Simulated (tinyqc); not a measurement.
# Worked calculation: capacitance measurement on a leaky thin oxide: effects of series resistance and leakage

Program tinyqc, `OMP_NUM_THREADS=1 python tinyqc.py 2022113 2022114 out.jsonl`; Intel Xeon 2.30GHz, shared host, one thread, about 0.01 s. Printed values are rounded.

The device is a capacitance C in parallel with a leakage conductance G, in series with Rs and Ls. An impedance meter reports either a parallel pair (Cp, Gp) from Y = 1/Z = Gp + i w Cp or a series pair (Cs, Rm) from Z = Rm + 1/(i w Cs); w = 2 pi f, dissipation D = Gp/(w |Cp|).

Values chosen for this exercise; values of the order met in thin-oxide MOS capacitors:
- eox = 9.2 (relative permittivity of the gate insulator (close to aluminium oxide))
- tox = 9 nm (insulator thickness)
- A = 100 um^2 (gate area)
- zc = 0.29 nm (oxide-equivalent thickness added by the accumulation layer)
- zp = 0 nm (oxide-equivalent thickness added by gate depletion)
- Jg = 0.0054 A/cm^2 (gate leakage current density, not matched to the thickness)
- Vs = 0.41 V (voltage for an e-fold rise of the leakage)
- Rs = 37 ohm (series resistance)
- Ls = 0 nH (series inductance)
- f = 1e5 Hz (measuring frequency)

Constants: eps0 = 8.8541878128e-14 F/cm where lengths are in cm. Results are converted to the units shown.

## True capacitance and conductance

EOT = 3.9 tox/eox; CET = EOT + zc + zp; C = 3.9 eps0 A/CET; G = Jg A/Vs.

EOT = 3.815217 nm
CET = 4.105217 nm
C = 0.8411572 pF
G = 0.01317073 uS

## What the meter reports

Z = Rs + i w Ls + 1/(G + i w C).

Z = (0.047159-1.890921i) x 1e6 ohm
Cp = 0.8411564 pF
Gp = 0.01318106 uS
Cs = 0.8416796 pF
D = 0.02493984

Cp is within 0.01 % of C and Cs is 0.062 % above it; G Rs = 4.87e-7, w C Rs = 1.96e-5 and G/(w C) = 0.0249.
